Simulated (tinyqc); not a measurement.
# Depth and level of a trap from the time ratio

Inverse problem. For an oxide trap tc/te = exp(E/Vt) with E = E0 - dpsi - (xt/tox)(Vg - VT - dpsi), dpsi being the rise of the surface potential above its value at threshold. Find xt and E0, and the depth that would be read if dpsi were ignored.

Values chosen for this exercise:
- T = 300 K (temperature)
- tox = 1.6 nm (insulator thickness)

Constants: q = 1.602176634e-19 C, kB = 1.380649e-23 J/K, Vt = kB T/q. Results are converted to the units shown.

Vg - VT (V): 0.96  1.11
tc/te: 1.5492693  0.41358450
dpsi (V): 0.10164715  0.10568449

Answer. E + dpsi is a straight line in the oxide voltage Vg - VT - dpsi with slope -xt/tox and intercept E0. Ignoring dpsi assigns the motion of the bands to the trap and overstates its depth.

xt = 0.330 nm
E0 = 0.290 eV
depth read without dpsi = 0.364 nm

Program tinyqc, `OMP_NUM_THREADS=1 python tinyqc.py 2710014 2710015 out.jsonl`; Intel Xeon 2.30GHz, shared host, one thread, about 0.01 s.
